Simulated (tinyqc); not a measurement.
Towards the loss of the bound state: donor level screened by free carriers (Yukawa potential).

Potential -(q/(eps r)) exp(-ks r), q = e^2/(4 pi eps0). In units Ry* = Ry m/eps^2 and a* = a0 eps/m the problem is [-Laplacian - 2 exp(-x r)/r] psi = E psi with x = ks a*.

Converged values use 18 functions exp(-z r), z = 1.55^i, i = -11 to 6: S = 2/A^3, H = z_i z_j S - 2/(A + x)^2, A = z_i + z_j.

Parameters, chosen for this exercise (out of a larger set: near those of a donor in InP, with one mean mass; not measured data): xs = (0.05, 0.11, 0.27, 0.57, 0.68, 0.93, 1.11) (values of x).

First order (-1 + 2x), one-parameter (minimum of z^2 - 8 z^3/(2z + x)^2) and converged 1s energies in Ry*, and the mean radius in a*; a dash marks an unbound result.

Results:

| x | first order | trial function | converged | <r> |
|---|---|---|---|---|
| 0.05 | -0.9000 | -0.9036 | -0.9036 | 1.50 |
| 0.11 | -0.7800 | -0.7970 | -0.7970 | 1.52 |
| 0.27 | -0.4600 | -0.5542 | -0.5546 | 1.59 |
| 0.57 | - | -0.2310 | -0.2358 | 1.91 |
| 0.68 | - | -0.1482 | -0.1562 | 2.14 |
| 0.93 | - | -0.0210 | -0.0389 | 3.41 |
| 1.11 | - | - | -0.0036 | 9.20 |

First order loses the state at x = 0.5, the trial function reaches zero energy at x = 1.00, and the exact limit is 1.19. The radius starts at 1.5 a*, grows slowly at first (1.59 at x = 0.27), then steadily, and swells towards the end (9.2 at 1.11), where a single exponential fails: the binding vanishes as the square of the distance from 1.19.

Computed by tinyqc, a small Python program: `OMP_NUM_THREADS=1 python tinyqc.py 1280065 1280066 out.jsonl` (the numbers bound the seed that draws the inputs); one thread of a shared host (Intel(R) Xeon(R) Processor @ 2.30GHz), about 0.01 s for the whole set of steps.
